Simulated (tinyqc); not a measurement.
Cabrera-Mott growth of a thin oxide under its own electric field: one step, computed by the program tinyqc. Command: `OMP_NUM_THREADS=1 python tinyqc.py 3011024 3011025 out.jsonl cabrera walk`. One thread of a shared host (Intel(R) Xeon(R) Processor @ 2.30GHz), about 0.02 s of CPU time with the checks.

Electrons cross the film freely and set a fixed potential V across it; the field V/x lowers the barrier for ions entering the oxide.

Problem. Thickness after time t. u = u0 exp(-W/(k_B T)), X1 = z b V/(k_B T) with V in volts and k_B T in eV; dx/dt = 2 u sinh(X1/x). t(x) = int_(x0)^x dx / (dx/dt) by Gauss-Legendre quadrature (80 points on each side of (x0 + 2 x)/3), solved for x.

Inputs (values chosen for the exercise, for a model metal):
```
quantity               value      unit
Mott potential V         1.4         V
temperature T            500         K
starting thickness x0    3.3  angstrom
time t                    46         s
```

Backward hops: kept.

u = 6.757301e-05 angstrom/s

X1 = 48.73898 angstrom

Give: thickness x; rate at time t; field at time t.

Solution.

thickness x = 8.320 angstrom

rate at time t = 0.02366 angstrom/s

field at time t = 16.83 MV/cm

X1/x = 5.86: the field term still rules. Caution: the starting field or rate is formal: the first layers form as fast as oxygen arrives.
